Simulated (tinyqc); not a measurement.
Lifetime against injection: carrier lifetime from Shockley-Read-Hall, radiative, Auger and surface recombination. Computed by tinyqc, a small Python program. Command: `OMP_NUM_THREADS=1 python tinyqc.py 3028894 3028895 out.jsonl lifetime walk`. One thread of a shared host (Intel(R) Xeon(R) Processor @ 2.30GHz), about 0.03 s of CPU time with the checks.

Energies are counted from the top of the valence band. Boltzmann statistics, full ionisation, and equal excess densities of electrons and holes.

Inputs (values chosen for the exercise, for a model semiconductor):
```
quantity                          value        unit
gap E_g                            2.58          eV
electron mass m_e                  0.15         m_0
valleys M_c                           1           -
hole mass m_h                     0.589         m_0
temperature T                       350           K
doping N                        2.6e+14       cm^-3
trap level E_t                     1.47          eV
trap density N_t                8.7e+11       cm^-3
electron cross-section sigma_n  9.2e-15        cm^2
hole cross-section sigma_p      1.1e-15        cm^2
radiative coefficient B         1.3e-10      cm^3/s
Auger coefficient C_n           7.9e-31      cm^6/s
Auger coefficient C_p           3.2e-30      cm^6/s
diffusion coefficient D              37      cm^2/s
surface velocity S                  110        cm/s
thickness W                         6.7  micrometre
```

Doping: n-type. Surface term: two equal surfaces.

Constants: m_0 = 9.1093837015e-31 kg; k_B = 1.380649e-23 J/K; h = 6.62607015e-34 J s; k_B = 8.617333262e-05 eV/K.

Method:
- N_c = 2 M_c (2 pi m_e k_B T/h^2)^(3/2) and N_v = 2 (2 pi m_h k_B T/h^2)^(3/2), masses in units of m_0.
- n_i = sqrt(N_c N_v) exp(-E_g/2 k_B T); majority density N/2 + sqrt(N^2/4 + n_i^2), minority density n_i^2 over it.
- v = sqrt(3 k_B T/m) with m_e or m_h; tau_n0 = 1/(sigma_n v_n N_t), tau_p0 = 1/(sigma_p v_p N_t); n1 = N_c exp(-(E_g - E_t)/k_B T), p1 = N_v exp(-E_t/k_B T).
- The slowest diffusion mode has x tan x = S W/(2 D) with 0 < x < pi/2 (bisection), and tau_s = W^2/(4 x^2 D). The common approximation is W/(2 S) + W^2/(pi^2 D).
- With n = n_0 + dn, p = p_0 + dn and U/dn = 1/tau: (n p - n_i^2)/dn = n_0 + p_0 + dn = s; 1/tau_SRH = s/[tau_p0 (n + n1) + tau_n0 (p + p1)]; 1/tau_rad = B s; 1/tau_Aug = (C_n n + C_p p) s; the rates add, with 1/tau_s.
- Rows stop below half the smaller effective density of states.

N_c = 1.83708e+18 cm^-3

N_v = 1.42944e+19 cm^-3

n_0 = 2.60e+14 cm^-3

p_0 = 7.14424e-15 cm^-3

tau_p0 = 6.35702e-05 s

n1 = 190.912 cm^-3

tau_n0 = 3.83572e-06 s

p1 = 0.00972964 cm^-3

tau_s = 3.04647e-06 s

Lifetimes (s):
```
dn (cm^-3)         SRH   radiative       Auger   effective  radiative efficiency  fastest channel
1.00e+10    6.3570e-05  2.9585e-05  1.8721e+01  2.6470e-06               0.08947          surface
1.00e+11    6.3572e-05  2.9574e-05  1.8682e+01  2.6470e-06               0.08950          surface
1.00e+12    6.3585e-05  2.9472e-05  1.8298e+01  2.6462e-06               0.08978          surface
1.00e+13    6.3712e-05  2.8490e-05  1.5099e+01  2.6382e-06               0.09260          surface
1.00e+14    6.4636e-05  2.1368e-05  4.5959e+00  2.5607e-06               0.11984          surface
1.00e+15    6.6614e-05  6.1050e-06  1.8917e-01  1.9721e-06               0.32303          surface
1.00e+16    6.7309e-05  7.4974e-07  2.4302e-03  5.9619e-07               0.79520        radiative
1.00e+17    6.7396e-05  7.6724e-08  2.4985e-05  7.4533e-08               0.97145        radiative
```

tau_SRH goes from 6.36e-5 s at low injection (the minority capture time, 6.36e-5 s) to 6.74e-5 s in the last row; at high injection it tends to tau_n0 + tau_p0 = 6.74e-5 s. Ruling channel by row: surface from 1e10, radiative from 1e16 cm^-3.

Extremes, crossings and ranges named in words are read from the listed rows.
